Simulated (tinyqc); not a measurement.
Thin-body transistor below threshold, two-dimensional Poisson equation on a small mesh: one step of the calculation.

A thin body on a thick buried insulator of low permittivity, taken as carrying no normal field at the bottom of the body (row 0). Mobile charge is neglected (subthreshold), the body is fully depleted, and potentials are counted from the intrinsic level; rows run upward to the gate, columns from source to drain.

Task. Over-relaxation sweep (omega = 2.05). Free nodes: rows 0..2, columns 1..4, taken row by row from row 0, left to right. t = (up psi(above) + dn psi(below) + lat [psi(left) + psi(right)] + s)/(up + dn + 2 lat), with the newest neighbours; psi(new) = psi + 2.05 (t - psi).

psi after iteration 1 (V):
```
             j=0        j=1        j=2         j=3        j=4        j=5
row 0  0.5500000  0.0785860  0.0071068  -0.0037314  0.2296474  1.5500000
row 1  0.5500000  0.1472208  0.0237205  -0.0044713  0.4301030  1.5500000
row 2  0.5500000  0.3640410  0.2327184   0.1941885  0.7387708  1.5500000
row 3  0.1900000  0.1900000  0.1900000   0.1900000  0.1900000  0.1900000
```

```
row     up     dn        lat        s (V)
0    39.12      0  3.3958333  -0.10770220
1    39.12  39.12  6.7916667  -0.21540441
2       40  39.12  4.0989583  -0.10770220
```

Wanted: psi after iteration 2.

Result.

psi after iteration 2 (V):
```
         j=0    j=1    j=2    j=3    j=4    j=5
row 0  0.550  0.254  0.067  0.036  0.746  1.550
row 1  0.550  0.468  0.302  0.312  1.123  1.550
row 2  0.550  0.298  0.257  0.355  0.615  1.550
row 3  0.190  0.190  0.190  0.190  0.190  0.190
```

tinyqc, about 0.09 s, one thread, Intel Xeon 2.30GHz (shared host): `OMP_NUM_THREADS=1 python tinyqc.py 2480057 2480058 out.jsonl`
